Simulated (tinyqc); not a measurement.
Random telegraph noise from one oxide trap in a small MOSFET: two steps of the calculation.

An acceptor-like trap exchanges electrons with the channel. Inversion charge Q = Cox u, u = n Vt W0(exp((Vg - VT)/(n Vt))), W0 the Lambert function, n = nf, Cox = eps0 eox/tox; linear regime Id = (W/L) mu Q Vd. Relative to threshold the surface potential rises by Vt ln(u/u0) and the oxide voltage by the rest of Vg - VT, with u0 = n Vt W0(1).

Values chosen for this exercise; values of the order met in silicon transistors:

| symbol | value | unit | meaning |
|---|---|---|---|
| T | 300 | K | temperature |
| eox | 3.9 |  | relative permittivity of the gate insulator (close to silicon dioxide) |
| tox | 2.1 | nm | insulator thickness |
| xt | 0.67 | nm | depth of the trap from the channel interface |
| E0 | 0.2 | eV | trap level above the channel Fermi level at threshold |
| s0 | 3e-16 | cm^2 | capture prefactor |
| EB | 0.53 | eV | capture barrier (lattice relaxation) |
| lt | 0.1 | nm | tunnelling decay length |
| vth | 1.4e7 | cm/s | thermal velocity |
| zi | 1.6 | nm | thickness of the inversion layer |
| VT | 0.51 | V | threshold voltage |
| nf | 1.27 |  | body factor |
| W | 180 | nm | gate width |
| L | 41 | nm | gate length |
| mu | 140 | cm^2/(V s) | mobility |
| asc | 0 | V s | scattering coefficient of the charged trap |
| Vd | 0.1 | V | drain voltage |
| Vg | 0.98 | V | gate voltage |

Constants: q = 1.602176634e-19 C, kB = 1.380649e-23 J/K, Vt = kB T/q, eps0 = 8.8541878128e-14 F/cm where lengths are in cm. Results are converted to the units shown.

Question 1. Trap level, time constants and occupancy. N = Cox u/q; dpsi = Vt ln(u/u0); E = E0 - dpsi - (xt/tox)(Vg - VT - dpsi); capture time tc = 1/[(N/zi) vth s0 exp(-xt/lt - EB/Vt)]; emission time te = tc exp(-E/Vt); occupancy te/(tc + te).

Find: u; N; dpsi; E; tc; te; occupancy.

Answer 1.

u = 0.3888 V
N = 3.991e12 cm^-2
dpsi = 0.07856 V
E = -0.003450 eV
tc = 6.211 s
te = 7.098 s
occupancy = 0.5333

The trap lies 0.13 Vt below the Fermi level, so it is filled 53.3 % of the time.

Question 2. Step height. A = W L; threshold step dV = q (1 - xt/tox)/(Cox A); gm/Id = 1/(u + n Vt); relative step dI/I = (gm/Id) dV + asc mu/A. Id as defined.

u = 0.38884643 V
N = 3.9908166e12 cm^-2

Find: electrons in the channel N A; dV; gm/Id; number part of dI/I; dI/I; Id; dI.

Answer 2.

electrons in the channel N A = 294.5
dV = 0.8990 mV
gm/Id = 2.371 1/V
number part of dI/I = 0.2132 %
dI/I = 0.2132 %
Id = 39.30 uA
dI = 83.79 nA

Range of the model: VT is taken as given; short-channel effects and the uneven flow of current among few electrons are left out.

Program tinyqc, `OMP_NUM_THREADS=1 python tinyqc.py 2710164 2710165 out.jsonl`; Intel Xeon 2.30GHz, shared host, one thread, about 0.01 s.
